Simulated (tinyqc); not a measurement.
Plasmons of a degenerate electron gas in the random-phase approximation: one step. Where Landau damping starts. Three cases, with inputs chosen for the exercise.

Task: Find qc at which the plasmon meets the top of the continuum, eps(qc, c (qc^2 + 2 qc kF)/m) = 0, and compare with Ep/(hbar vF).

Zero temperature, parabolic band: kF = (3 pi^2 n)^(1/3), EF = c kF^2/m, Ep^2 = 8 pi c e2 n/(m eb), qTF^2 = 6 pi e2 n/(eb EF), c = hbar^2/2m0, e2 = e^2/(4 pi eps0), n in 1/angstrom^3 (1e-24 per 1/cm^3).

Lindhard function: eps(q, E)/eb = 1 + (qTF/q)^2 (f1 + i f2) with z = q/(2 kF), u = E/(hbar vF q), hbar vF = 2 c kF/m; f1 = 1/2 + [h(z - u) + h(z + u)]/(8 z), h(x) = (1 - x^2) ln|(x + 1)/(x - 1)|; f2 = pi u/2 for z + u < 1, (pi/(8 z))(1 - (z - u)^2) for |z - u| < 1 < z + u, else 0. Pairs exist for c (q^2 - 2 q kF)/m < E < c (q^2 + 2 q kF)/m.

Constants: hbar^2/2m0 = 3.80998211 eV angstrom^2; e^2/(4 pi eps0) = 14.39964547 eV angstrom.

Give: qc; qc/kF; energy there; Ep/(hbar vF).

Case 1.

Values chosen (out of a larger set: a free-electron density near that of Al; not measured data): n = 1.81e+23 1/cm^3 (electron density); m = 1 m0 (mass); eb = 1 (background dielectric constant).

Result:

qc = 1.293 1/angstrom
qc/kF = 0.739
energy there = 23.61 eV
Ep/(hbar vF) = 1.185 1/angstrom

The simple estimate is 0.916 times qc.

Case 2.

Values chosen (out of a larger set: a free-electron density near that of Na; not measured data): n = 2.68e+22 1/cm^3 (electron density); m = 1 m0 (mass); eb = 1 (background dielectric constant).

Result:

qc = 0.8685 1/angstrom
qc/kF = 0.938
energy there = 9.000 eV
Ep/(hbar vF) = 0.8617 1/angstrom

The simple estimate is 0.992 times qc.

Case 3.

Values chosen (out of a larger set: a free-electron density near that of Li; not measured data): n = 4.79e+22 1/cm^3 (electron density); m = 1 m0 (mass); eb = 1 (background dielectric constant).

Result:

qc = 0.9805 1/angstrom
qc/kF = 0.873
energy there = 12.06 eV
Ep/(hbar vF) = 0.9493 1/angstrom

The simple estimate is 0.968 times qc.

Computed by tinyqc, one run a case: `OMP_NUM_THREADS=1 python tinyqc.py N N+1 out.jsonl` with N = 1680447, 1680925, 1681056; one thread of a shared Intel(R) Xeon(R) Processor @ 2.30GHz, about 0.01 s a run at most.
